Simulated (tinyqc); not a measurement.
Bulk, dangling and hydrogenated hybrids across the gap: Weaire-Thorpe hybrids on a Bethe lattice: gap and dangling bond of an amorphous tetrahedral solid.

Four sp3 hybrids an atom at energy 0, coupled by -V1 on the atom and by -V2 along a bond; the bonds form a tree (no rings). For any network the gap runs at least from -V2 + V1 to V2 - 3 V1, and p-like states pile up at -V2 + V1 and V2 + V1. On the tree the gap is wider: it ends at Ec = -V1 + sqrt(V2^2 + 4 V1^2 - 2 sqrt3 V1 V2), which makes it well wider than the gaps of the real glasses. A branch seen from a hybrid has the self-energy S = V2^2 g, where g is the Green function of the hybrid across the bond, whose three partners carry S themselves. With a = z - V1, b = a - S: g = 1/(a + V1 b/(b + 3 V1)), z = E + i eta. A full atom has G = (1/b)(b + 3 V1)/(b + 4 V1) per hybrid; a dangling hybrid with shift dh has G = 1/(1/g - dh).

Values chosen for the exercise (of the size of tabulated hybrid energies for amorphous silicon; shifted at random, so the results belong to these values and not to a real crystal): V1 = 1.82 eV (coupling of two hybrids on one atom); V2 = 4.66 eV (coupling of the two hybrids of a bond); eta = 0.02 eV (broadening); dh = -0.24 eV (shift of the dangling hybrid (rehybridisation)); VH = 5.23 eV (coupling to a hydrogen atom); eH = -2.84 eV (hydrogen level); E1s = -4 eV (first energy); dE = 0.48 eV (step).

edges (eV): Ev -2.84000, Ec(bound) -0.80000, Ec(tree) 0.54336

Thirteen energies E1s + j dE. With hydrogen the hybrid gains the self-energy VH^2/(z - eH) and dh = 0.

Density per hybrid (1/eV):

| E (eV) | bulk | dangling | with hydrogen |
|---|---|---|---|
| -4.00 | 0.0019 | 0.0008 | 0.0008 |
| -3.52 | 0.0037 | 0.0005 | 0.0003 |
| -3.04 | 0.0396 | 0.0006 | 0.0003 |
| -2.56 | 0.0204 | 0.0008 | 0.0002 |
| -2.08 | 0.0029 | 0.0011 | 0.0002 |
| -1.60 | 0.0012 | 0.0019 | 0.0002 |
| -1.12 | 0.0007 | 0.0040 | 0.0002 |
| -0.64 | 0.0005 | 0.0146 | 0.0003 |
| -0.16 | 0.0005 | 3.4489 | 0.0003 |
| 0.32 | 0.0008 | 0.0192 | 0.0005 |
| 0.80 | 0.0196 | 0.0661 | 0.0092 |
| 1.28 | 0.0287 | 0.0737 | 0.0192 |
| 1.76 | 0.0333 | 0.0708 | 0.0302 |

Between Ev = -2.84 and Ec = 0.54 eV the bulk density is a broadening tail (least 0.0005). The dangling hybrid reaches 3.449 at -0.16 eV among these rows; its level lies at -0.134 eV, and the peak there, of width eta, is far higher unless a row falls on it. With hydrogen the largest value on the rows inside the gap, more than 0.05 eV from an edge, is 0.0005, and 1/g = VH^2/(E - eH) has no root in the gap: the state has gone into a bonding level below and an antibonding one above.

Computed by tinyqc, a small Python program: `OMP_NUM_THREADS=1 python tinyqc.py 1482428 1482429 out.jsonl` (the numbers bound the seed that draws the inputs); one thread of a shared host (Intel(R) Xeon(R) Processor @ 2.30GHz), about 0.03 s for the whole set of steps.
